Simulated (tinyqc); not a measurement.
Polycrystal bounds against single-crystal directions: anisotropic elasticity and sound waves of a cubic crystal. Computed by tinyqc, a small Python program. Command: `OMP_NUM_THREADS=1 python tinyqc.py 3015386 3015387 out.jsonl cubicelastic walk`. One thread of a shared host (Intel(R) Xeon(R) Processor @ 2.30GHz), about 0.01 s of CPU time with the checks.

Voigt order 1..6 = xx, yy, zz, yz, xz, xy, with engineering shear strains. The rotated frame has x' as named, z' along the wafer normal and y' = z' x x'.

Inputs (values chosen for the exercise, modelled on nickel): C11 = 247.7 GPa; C12 = 154.4 GPa; C44 = 123.1 GPa.

Frame: (001) wafer, x' along [110].

Method. S11 = (C11 + C12)/D, S12 = -C12/D, D = (C11 - C12)(C11 + 2 C12), S44 = 1/C44. Zener ratio A = 2 C44/(C11 - C12); S0 = S11 - S12 - S44/2; H = 2 C44 + C12 - C11. B = (C11 + 2 C12)/3; Voigt G = (C11 - C12 + 3 C44)/5; Reuss G = 5/(4 (S11 - S12) + 3 S44); Hill is their mean; E = 9BG/(3B + G), nu = (3B - 2G)/(6B + 2G). Along <hkl>, with g = 0, 1/4, 1/3: 1/E = S11 - 2 S0 g; for a film with that normal C33 = C11 + 2 H g and M = [6B - (3B - C33) - (3B - C33)^2/C33]/2.

S11 = 7.74439 1/TPa

S12 = -2.97372 1/TPa

S44 = 8.12348 1/TPa

S0 = 6.65638 1/TPa

H = 152.9 GPa

Zener ratio A = 2.63880

bulk modulus B = 185.5 GPa

Averages:
```
average  G (GPa)  E (GPa)       nu
Voigt     92.520   237.99  0.28617
Reuss     74.357   196.78  0.32320
Hill      83.439   217.68  0.30442
```

Directions:
```
direction  E (GPa)  biaxial modulus M (GPa)
<100>       129.13                   209.61
<110>       226.44                   357.05
<111>       302.41                   391.87
```

What does the comparison show, and why?

The bounds on G differ by 24 %, while E varies by a factor 2.34 with direction; with A above 1 the stiffest axis is <111>. Under a fixed mismatch strain, grains with a <100> normal store the least energy.

Extremes, crossings and ranges named in words are read from the listed rows.
